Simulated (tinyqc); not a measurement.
# Ellipsometry and reflectance of a transparent film on an absorbing substrate: effect of the angle of incidence

Air (index 1), film, substrate with N2 = n2 - i k2; time factor exp(+i w t). q_j = sqrt(N_j^2 - sin^2 th), root with positive real part. Fresnel coefficients r_s = (q_a - q_b)/(q_a + q_b), r_p = (N_b^2 q_a - N_a^2 q_b)/(N_b^2 q_a + N_a^2 q_b). tan(Psi) exp(i Delta) = R_p/R_s, Delta taken from 0 to 360 degrees.

beta = 2 pi d q1/lam, X = exp(-2 i beta), R = (r01 + r12 X)/(1 + r01 r12 X) for p and s. dDelta/dd is the derivative of Delta; period lam/(2 q1).

Parameters, values chosen for the exercise; indices close to those of aluminium oxide on silicon:
- lam = 800 nm (wavelength)
- n1 = 1.647 (index of the transparent film)
- d = 9.2 nm (film thickness)
- n2 = 3.692 (index of the substrate)
- k2 = 0.0065 (extinction coefficient of the substrate)

Result of one run:

| th (degrees) | Psi (degrees) | Delta (degrees) | \|R_p\|^2 | \|R_s\|^2 | dDelta/dd (degrees/nm) | period (nm) |
|---|---|---|---|---|---|---|
| 65 | 16.69 | 166.7 | 0.05573 | 0.6198 | -1.413 | 290.9 |

What becomes of these results when the angle of incidence th is changed from 65 to 60 degrees, all else the same?

Result of the changed run:

| th (degrees) | Psi (degrees) | Delta (degrees) | \|R_p\|^2 | \|R_s\|^2 | dDelta/dd (degrees/nm) | period (nm) |
|---|---|---|---|---|---|---|
| 60 | 22.38 | 171.2 | 0.09637 | 0.5681 | -0.9407 | 285.5 |

The whole series:

| th (degrees) | Psi (degrees) | Delta (degrees) | \|R_p\|^2 | \|R_s\|^2 | dDelta/dd (degrees/nm) | period (nm) |
|---|---|---|---|---|---|---|
| 50 | 30.81 | 175.3 | 0.1722 | 0.4841 | -0.5013 | 274.3 |
| 55 | 27.01 | 173.7 | 0.1360 | 0.5231 | -0.6757 | 279.9 |
| 60 | 22.38 | 171.2 | 0.09637 | 0.5681 | -0.9407 | 285.5 |
| 65 | 16.69 | 166.7 | 0.05573 | 0.6198 | -1.413 | 290.9 |
| 70 | 9.759 | 154.5 | 0.02008 | 0.6788 | -2.532 | 295.7 |
| 75 | 4.396 | 80.83 | 0.004407 | 0.7458 | -0.05881 | 299.8 |
| 80 | 13.50 | 17.47 | 0.04733 | 0.8213 | 1.617 | 303.0 |
| 85 | 28.09 | 5.885 | 0.2581 | 0.9059 | 0.5936 | 305.0 |

Psi goes from 30.8 through a minimum of 4.40 (at th = 75 among the rows listed) to 28.1 degrees and |R_p|^2 goes from 0.172 through a minimum of 0.00441 (at th = 75 among the rows listed) to 0.258. The slope of Delta is largest in size, 2.53 degrees/nm, at th = 70 among the rows. The bare substrate has its smallest |R_p| near arctan(n2) = 74.8 degrees.

Numbers from tinyqc (`OMP_NUM_THREADS=1 python tinyqc.py 2870159 2870160 out.jsonl`; about 0.01 s on one thread of a shared Intel Xeon 2.30GHz).
